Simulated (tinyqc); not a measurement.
Coupled-perturbed Hartree-Fock on RHF in the 3-21g basis, for H-, spin multiplicity 1, step by step. The basis has no diffuse functions, so it cannot describe the extra electron: this is an exercise in the method, not the real anion. The polarisability along this axis is zero because the basis has no function that the field can mix in; the real value is not. One step of it, computed by the program tinyqc.

Task: Iteration 4 (converged): orbitals. Diagonalise F' = X^T F X, C = X C', fill 1 alpha and 1 beta electrons from the bottom; D = 2 C_occ C_occ^T. Each column has its largest component positive (the first on a tie).

converged F (hartree):
```
           1H 1s      1H 2s
1H 1s   0.754879  -0.113830
1H 2s  -0.113830   0.116972
```

X:
```
           1H 1s      1H 2s
1H 1s   1.229980  -0.450512
1H 2s  -0.450512   1.229980
```

Give: F' = X^T F X; orbital energies; coefficients C; D after iteration 4.

Result:

F' = X^T F X (hartree):
```
         1        2
1   1.2919  -0.6784
2  -0.6784   0.4563
```

orbital energies (hartree): MO1 0.0774, MO2 1.6709

coefficients C:
```
          MO1      MO2
1H 1s  0.2065   1.2935
1H 2s  0.8541  -0.9931
```

D after iteration 4:
```
        1H 1s   1H 2s
1H 1s  0.0853  0.3528
1H 2s  0.3528  1.4590
```
